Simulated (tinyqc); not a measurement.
Worked calculation: coherent transport through a tight-binding region between two chains. Computed by tinyqc, a small Python program that keeps every step. Settings: temperature = 4, mu = -0.38. Command: `OMP_NUM_THREADS=1 python tinyqc.py 22258 22259 out.jsonl` (the two numbers bound the seeds that draw the settings). One thread of a shared host (Intel(R) Xeon(R) Processor @ 2.60GHz), about 0.1 s of CPU time with the checks.

## Transmission at E = -0.06 eV

H of the central region (eV), lower triangle:
```
          1         2         3         4         5         6
1  -0.68000
2  -0.85000  -0.13000
3   0.00000  -0.85000  -0.24000
4   0.00000   0.00000  -0.85000   0.63000
5   0.00000   0.00000   0.00000  -0.85000   0.50000
6  -0.85000   0.00000   0.00000   0.00000  -0.85000  -0.46000
```

Leads: semi-infinite chains with site energy 0:
```
parameter                           value
lead hopping t (eV)              1.070000
coupling to the left lead (eV)   1.220000
coupling to the right lead (eV)  0.840000
left contact site                       1
right contact site                      6
```

E = -0.06000 eV

Surface Green function g = (E - i sqrt(4 t^2 - E^2)) / (2 t^2); self-energy tc^2 g on each contact site; G = (E - H - Sigma)^(-1); Gamma = -2 Im Sigma; T = Gamma_L Gamma_R |G_LR|^2; local density of states -Im G_ii / pi.

g = -0.02620-0.93421i 1/eV

G (1/eV), lower triangle:
```
                   1                  2                  3                  4
1   0.09018-0.10999i
2   0.57968-0.00040i  -0.07655-0.62709i
3  -0.13792+0.11003i   0.60309+0.05204i   0.08825-0.11431i
4  -0.55048-0.02290i  -0.05116+0.61607i   0.55469-0.02784i  -0.06630-0.61017i
5  -0.30894-0.12861i  -0.64462+0.44806i   0.36203+0.09172i   0.56796-0.46748i
6   0.34694-0.06184i  -0.37353-0.32088i  -0.31618+0.08826i   0.44049+0.30219i

                  5                 6
5  0.09902-0.47120i
6  0.67375+0.15704i  0.00340-0.19872i
```

local density of states (1/eV): 0.03501  0.19961  0.03639  0.19422  0.14999  0.06326

transmission = 0.45532

## Transmission across the band

The same steps on a grid of energies.

T(E):
```
E (eV)            T
-2.0330000  0.20116
-1.8297000  0.43319
-1.6264000  0.58200
-1.4231000  0.62485
-1.2198000  0.00186
-1.0165000  0.57522
-0.8132000  0.34998
-0.6099000  0.05191
-0.4066000  0.03386
-0.2033000  0.26275
0.0000000   0.52854
0.2033000   0.71676
0.4066000   0.80598
0.6099000   0.81151
0.8132000   0.24878
1.0165000   0.19319
1.2198000   0.18865
1.4231000   0.07388
1.6264000   0.00285
1.8297000   0.41975
2.0330000   0.83759
```

levels of the isolated region (eV): -1.94319  -1.07655  -0.72900  0.66921  0.84607  1.85346

## Current

I = (2e/h) int T(E) [f(E - mu - V/2) - f(E - mu + V/2)] dE at 4 K with mu = -0.38 eV, the bias not changing H; 2e^2/h = 77.48092 microsiemens; the integral runs over the band on 4001 points.

Current:
```
V (volt)  I (microampere)
0.01000           0.04222
0.05000           0.21312
0.10000           0.43953
0.20000           0.98482
0.40000           2.80263
0.80000          11.65220
```
